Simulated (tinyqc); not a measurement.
Grain growth, pinning, strength and diffusional creep of a polycrystal or thin film: one step, computed by the program tinyqc.

One mean grain size d describes the structure.

Task: Diffusional creep at T_c. Nabarro-Herring rate = 14 sigma Omega D_l/(k_B T d^2), D_l = D0 exp(-Q_l/(k_B T)); Coble rate = 14 pi sigma Omega delta D_b/(k_B T d^3), delta D_b = delta D0b exp(-Q_b/(k_B T)); they are equal at d_x = pi delta D_b/D_l.

Inputs (values chosen for the exercise, modelled on nickel):
```
quantity                         value        unit
atomic volume Omega              10.94  angstrom^3
anneal temperature T               693           K
lattice diffusion energy Q_l      2.79          eV
boundary diffusion energy Q_b     1.15          eV
lattice prefactor D0           2.3e-05       m^2/s
boundary prefactor delta D0b   2.4e-15       m^3/s
applied stress sigma                53         MPa
service temperature T_c            841           K
```

grain size d = 73.40298 nm

Constants: k_B = 1.380649e-23 J/K; k_B = 8.617333262e-05 eV/K.

Give: Nabarro-Herring rate; Coble rate; crossover size d_x; time to 1 % strain.

Result:

Nabarro-Herring rate = 5.695e-08 1/s

Coble rate = 1.711 1/s

crossover size d_x = 2.205e+06 micrometre

time to 1 % strain = 0.005844 s

Boundary diffusion carries the creep, by a factor 3.0e7. Caution: T_c is above the anneal temperature, so the grains would go on growing in service.
